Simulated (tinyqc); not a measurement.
Density of states of one tight-binding band on the simple cubic lattice: sweeps and comparisons. A value that a table varies takes the place of the one given here.

E(k) = -2 t (c1 + c2 + c3) - 4 t2 (c1 c2 + c2 c3 + c3 c1) with ci = cos(2 pi ki); k in fractions of the reciprocal vectors, mesh k_i = j/N with j = 0 .. N-1. Densities are per cell and per spin, so the band holds one state.

Each cube of the mesh, corners numbered 0 to 7 as the binary number (i j l), is cut into six tetrahedra around the diagonal 0-7: 0137, 0157, 0237, 0267, 0457, 0467. For corner energies e1 <= e2 <= e3 <= e4 and eij = ei - ej, the share of the tetrahedron below E is n = (E - e1)^3/(e21 e31 e41) for e1 < E < e2; n = [e21^2 + 3 e21 x + 3 x^2 - (e31 + e42) x^3/(e32 e42)]/(e31 e41) with x = E - e2 for e2 < E < e3; n = 1 - (e4 - E)^3/(e41 e42 e43) for e3 < E < e4; its density of states is g = dn/dE.

Gaussian broadening: g(E) = mean over the mesh of exp(-(E - E_k)^2/(2 sigma^2))/(sigma sqrt(2 pi)), n(E) = mean of erfc((E_k - E)/(sigma sqrt 2))/2.

Inputs chosen for the exercise:
- t = 1.06 eV (nearest hopping)
- t2 = 0.05 eV (second hopping)
- N2 = 10 (mesh points along each axis in this comparison)
- sigma = 0.106 eV (Gaussian width)
- E = 0.42 eV (energy at which the density is wanted)

## Three ways to the same curve

N = N2 here; the reference is the linear method with N = 36.

g(E) (1/eV):

| E (eV) | reference | linear tetrahedra | Gaussian, sigma | Gaussian, sigma/4 | reference n(E) |
|---|---|---|---|---|---|
| -5.803 | 0.022 | 0.020 | 0.009 | 0.000 | 0.016 |
| -4.647 | 0.037 | 0.036 | 0.050 | 0.000 | 0.050 |
| -3.490 | 0.057 | 0.056 | 0.044 | 0.001 | 0.103 |
| -2.334 | 0.091 | 0.088 | 0.027 | 0.004 | 0.186 |
| -1.177 | 0.132 | 0.134 | 0.043 | 0.015 | 0.326 |
| -0.021 | 0.135 | 0.138 | 0.080 | 0.040 | 0.480 |
| 1.135 | 0.138 | 0.145 | 0.078 | 0.007 | 0.638 |
| 2.292 | 0.146 | 0.132 | 0.127 | 0.134 | 0.802 |
| 3.448 | 0.069 | 0.067 | 0.035 | 0.007 | 0.910 |
| 4.604 | 0.039 | 0.037 | 0.033 | 0.043 | 0.972 |

Root-mean-square errors against the reference: 0.0052 for linear tetrahedra, 0.0455 for sigma and 0.0753 for sigma/4. The narrow Gaussian is worse than the wide one, because it resolves the separate mesh levels. The reference is highest at 2.292 eV of the energies listed, and half filling lies between -0.021 and 1.135 eV.

## Convergence with the mesh

At the energy E; the plain count is the share of mesh points below E; the reference is the linear method with N = 36.

Results:

| N | points | g linear | n linear | g Gaussian | n Gaussian | n plain count |
|---|---|---|---|---|---|---|
| 4 | 64 | 0.1773 | 0.5597 | 0.0821 | 0.6527 | 0.6562 |
| 6 | 216 | 0.1462 | 0.5459 | 0.0163 | 0.5550 | 0.5556 |
| 8 | 512 | 0.1441 | 0.5442 | 0.0149 | 0.5659 | 0.5664 |
| 12 | 1728 | 0.1392 | 0.5417 | 0.1105 | 0.5528 | 0.5544 |
| 16 | 4096 | 0.1374 | 0.5409 | 0.1120 | 0.5400 | 0.5376 |
| 20 | 8000 | 0.1367 | 0.5406 | 0.1164 | 0.5387 | 0.5343 |

reference n and g: 0.5401  0.1359

The linear n(E) stays within 0.002 of the reference from N = 12 on. The Gaussian g still moves by more than 1 % between the last two meshes. At the last mesh it lies -0.020 1/eV from the reference g and the linear g +0.001. The plain count errs by -0.0059 at the last mesh.

## Critical points

The gradient vanishes at these points by symmetry; the signs of the eigenvalues of the second-derivative matrix give the type.

Critical points:

| point | k | E (eV) | positive | negative | type |
|---|---|---|---|---|---|
| Gamma | (0, 0, 0) | -6.9600 | 3 | 0 | minimum |
| X | (0.5, 0, 0) | -1.9200 | 2 | 1 | saddle |
| M | (0.5, 0.5, 0) | 2.3200 | 1 | 2 | saddle |
| R | (0.5, 0.5, 0.5) | 5.7600 | 0 | 3 | maximum |

Gamma is a minimum at -6.960 eV: its contribution to g starts as a square root. X is a saddle at -1.920 eV: g has a square-root kink there. M is a saddle at 2.320 eV: g has a square-root kink there. R is a maximum at 5.760 eV: its contribution to g ends as a square root.

## What moves the count of states

Linear method and Gaussian sum with N = 14. Each row changes one parameter from the base and keeps the others.

Results:

| case | n linear | g linear (1/eV) | n Gaussian | g Gaussian (1/eV) |
|---|---|---|---|---|
| base | 0.5412 | 0.1377 | 0.5321 | 0.1796 |
| t = 1.166 eV | 0.5374 | 0.1250 | 0.5265 | 0.1427 |
| E = 0.526 eV | 0.5558 | 0.1381 | 0.5540 | 0.2205 |
| sigma = 0.212 eV | 0.5412 | 0.1377 | 0.5374 | 0.1527 |
| t2 = 0.103 eV | 0.5238 | 0.1382 | 0.5173 | 0.1361 |

The largest shifts from the base row, up to three for each result and ties (the steps differ in size, so this ranks the rows, not the parameters). n linear: t2 -0.0174, E +0.0146, t -0.0038; unchanged at the printed digits by sigma. g linear (1/eV): t -0.0127, t2 +0.0005, E +0.0004; unchanged at the printed digits by sigma. n Gaussian: E +0.0219, t2 -0.0148, t -0.0056. g Gaussian (1/eV): t2 -0.0435, E +0.0410, t -0.0369.

tinyqc: `OMP_NUM_THREADS=1 python tinyqc.py 1651561 1651562 out.jsonl`; about 0.3 s, one thread, shared Intel(R) Xeon(R) Processor @ 2.30GHz.
